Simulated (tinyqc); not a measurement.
Stress from a rosette of three resistors.

Inverse problem. In the (001) plane dR/R(0) = p11 sxx + p12 syy, dR/R(90) = p12 sxx + p11 syy and dR/R(45) = (p11 + p12)(sxx + syy)/2 + p44 sxy. Find the three stresses.

Parameters, values chosen for the exercise:
- p11 = 6.16 x 1e-11/Pa (piezoresistive coefficient)
- p12 = -1.17 x 1e-11/Pa (piezoresistive coefficient)
- p44 = 141 x 1e-11/Pa (piezoresistive coefficient)

dR/R at 0, 45 and 90 degrees (%): [-1.4404000, 8.5623600, 1.0811200]

Answer. The first and third give sxx and syy; the 45-degree value less their mean is p44 sxy.

sxx = -208.0 MPa
syy = 136.0 MPa
sxy = 62.00 MPa

tinyqc, about 0.01 s, one thread, Intel Xeon 2.30GHz (shared host): `OMP_NUM_THREADS=1 python tinyqc.py 2530066 2530067 out.jsonl`
